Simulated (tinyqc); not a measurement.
From static dielectric constant back to Born charge Z*: Keating valence-force model of a tetrahedral crystal. Computed by tinyqc, a small Python program. Command: `OMP_NUM_THREADS=1 python tinyqc.py 3006527 3006528 out.jsonl keating inv`. One thread of a shared host (Intel(R) Xeon(R) Processor @ 2.30GHz), about 0.04 s of CPU time with the checks.

Atom A sits at 0 and atom B at a/4 (1,1,1) of an fcc lattice; the four bonds from A are t = a/4 (1,1,1), a/4 (1,-1,-1), a/4 (-1,1,-1), a/4 (-1,-1,1), of length d = sqrt(3) a/4. Energy: E = (3 alpha/(8 d^2)) sum over bonds (r.r - d^2)^2 + (3 beta/(8 d^2)) sum over pairs of bonds at one atom (r_i.r_j + d^2/3)^2, with beta_A for the six pairs at A and beta_B for the six at B. The cell holds two atoms, Omega = a^3/4. 1 N/m = 1 J/m^2.

Inputs (values chosen for the exercise, for a model crystal):
```
quantity               value      unit
lattice constant a     5.768  angstrom
mass M_A                  96         u
mass M_B                 120         u
bond stretching alpha   56.8       N/m
bond bending beta_A     17.1       N/m
bond bending beta_B     14.9       N/m
eps_inf                  6.8         -
```

Structure: zinc blende.

Constants: nu for 1 eV/(angstrom^2 u) = 15.6333042 THz; 1 eV/angstrom^2 = 16.02176634 J/m^2; 1 THz = 33.35640952 1/cm; e^2/(4 pi eps_0) = 14.39964548 eV angstrom.

Method. beta = (beta_A + beta_B)/2; mu = M_A M_B/(M_A + M_B); lambda = 4 (alpha + beta)/mu with the springs in eV/angstrom^2; nu = 15.6333042 THz x sqrt(lambda). The long-range field adds 4 pi Z*^2 (e^2/(4 pi eps_0))/(eps_inf Omega mu) to lambda for the longitudinal mode at q -> 0; lambda = (nu/15.6333042 THz)^2; eps_0 = eps_inf (nu_LO/nu_TO)^2 (Lyddane-Sachs-Teller; here eps_0 is the static dielectric constant).

Problem. A run gave the result below. Find the Born charge Z*, known to lie between 1.8 and 2.8 e.

static dielectric constant = 7.72391

Solution.

Each step takes the trial c = (a f_b - b f_a)/(f_b - f_a), f being the result less the target and a, b, c the logarithms of the listed values; c replaces end b, the old b replaces a if the sign of f changed, and otherwise f_a is halved.

Scan of the range:
```
Born charge Z* (e)  static dielectric constant
1.80                                   7.47237
1.94                                   7.58103
2.09                                   7.70648
2.24                                   7.84126
2.42                                   8.01533
2.60                                   8.20285
2.80                                   8.42698
```

False position (Illinois rule, in the logarithm of the input) inside the bracket:
```
step    end a    end b    trial  static dielectric constant
1     2.09000  2.24000  2.10882                     7.72288
2     2.24000  2.10882  2.10993                     7.72385
3     2.24000  2.10993  2.11006                     7.72396
4     2.10993  2.11006  2.11000                     7.72391
```

Static dielectric constant rises at every point of a 13-point scan of the range (every second point is shown), so one value fits; it is bracketed by 2.09 and 2.24. Answer: Born charge Z* = 2.110 e.
